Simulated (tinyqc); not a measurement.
Comparisons within one model: free and nearly free electrons in a metal. A value that a table varies takes the place of the one given here.

The cubic cell holds 2 atoms: n = 2 z/a^3, kF = (3 pi^2 n)^(1/3), EF = c kF^2/m, vF = 2 c kF/(m hbar), c = hbar^2/2m0; rs = (3/(4 pi n))^(1/3)/a0; D(EF) = 3 n/(2 EF).

Two plane waves k and k - G, G = (110) (2 pi/a): H = [[c k^2/m, V], [V, c (k - G)^2/m]] with c = hbar^2/2m0.

Square wire of width w with grain size w: rho/rho0 = 1/(1 - 3 al/2 + 3 al^2 - 3 al^3 ln(1 + 1/al)) + (3/4) (1 - p) l/w, with al = (l/w) Rg/(1 - Rg) (Mayadas-Shatzkes plus the thick-wire form of Fuchs-Sondheimer); l = hbar kF/(n e^2 rho), e = 1.602176634e-19 C.

Constants: hbar^2/2m0 = 3.80998211 eV angstrom^2; hbar = 6.58211957e-16 eV s; a0 (Bohr radius) = 0.5291772105 angstrom.

Inputs chosen for the exercise (near those of Na; the results hold for these values, not for the real material): a = 4.254 angstrom (bcc lattice constant); z = 1 (free electrons an atom); m = 1 m0 (mass); rho = 4.91 micro-ohm cm (bulk resistivity); p = 0 (specularity of the surfaces); Rg = 0.15 (reflection at grain boundaries); w = 30 nm (wire width).

## When the Fermi surface touches the face

On the face the lower band is E = c (G^2/4 + q^2)/m - V, q along the face. EF is held at its free value. A neck opens where EF > c G^2/(4m) - V, with radius q; the second band fills where EF > c G^2/(4m) + V.

Necks:
```
V (eV)  lower band at the face centre (eV)  neck radius (1/angstrom)  radius/kF
0.2                                  3.956                         -          -
0.5                                  3.656                         -          -
0.8                                  3.356                         -          -
1.1                                  3.056                    0.1936      0.211
1.4                                  2.756                    0.3409      0.372
1.8                                  2.356                    0.4703      0.513
2.2                                  1.956                    0.5711      0.623
2.6                                  1.556                    0.6566      0.717
```

EF = 3.199 eV
c G^2/(4m) = 4.156 eV

How do the results move?

Contact needs V > 0.957 eV. It is first met at V = 1.1 eV of those listed, and the radius then grows as the square root of the excess, to 0.717 kF at 2.6 eV. EF is held at its free value here; a count of states lowers it as V grows, strongly for V of an eV or more, so the threshold is a lower bound, the radii are upper bounds, and some necks may vanish.

## Resistivity of narrow wires

Wires:
```
w (nm)     al  grain term (factor - 1)  surface term  rho (micro-ohm cm)
200     0.026                    0.039         0.111                5.64
100     0.052                    0.077         0.221                6.37
50      0.104                    0.152         0.443                7.83
30      0.174                    0.250         0.738                9.76
20      0.260                    0.371         1.107               12.17
14      0.372                    0.525         1.581               15.25
10      0.521                    0.729         2.213               19.36
7       0.744                    1.032         3.162               25.50
```

l = 29.51 nm

What can be read from the table?

At 7 nm the resistivity is 5.19 times the bulk value; surfaces add more (1.03 from grains, 3.16 from surfaces). It passes twice the bulk value between 30 and 20 nm. The surface formula is meant for w above l = 30 nm, so the rows below that are rough.

## What sets the wire resistivity

All results formed anew. Each row changes one parameter from the base and keeps the others.

Results:
```
case                      EF (eV)  l (nm)  wire rho (micro-ohm cm)
base                        3.199   29.51                    9.760
a = 4.382 angstrom          3.014   31.31                   10.054
m = 1.2 m0                  2.666   29.51                    9.760
rho = 5.892 micro-ohm cm    3.199   24.59                   10.747
p = 0.3                     3.199   29.51                    8.673
Rg = 0.105                  3.199   29.51                    9.356
w = 21 nm                   3.199   29.51                   11.822
```

What can be read from the table?

The largest shifts from the base row, up to three for each result and ties (the steps differ in size, so this ranks the rows, not the parameters). EF (eV): m -0.533, a -0.184; unchanged at the printed digits by rho, p, Rg and w. l (nm): rho -4.92, a +1.80; unchanged at the printed digits by m, p, Rg and w. wire rho (micro-ohm cm): w +2.063, p -1.087, rho +0.987; unchanged at the printed digits by m. The mass drops out of l at given rho, because vF falls and tau rises by the same factor.

(tinyqc, `OMP_NUM_THREADS=1 python tinyqc.py 1651431 1651432 out.jsonl`, Intel(R) Xeon(R) Processor @ 2.30GHz, 1 thread, shared host, about 0.01 s.)
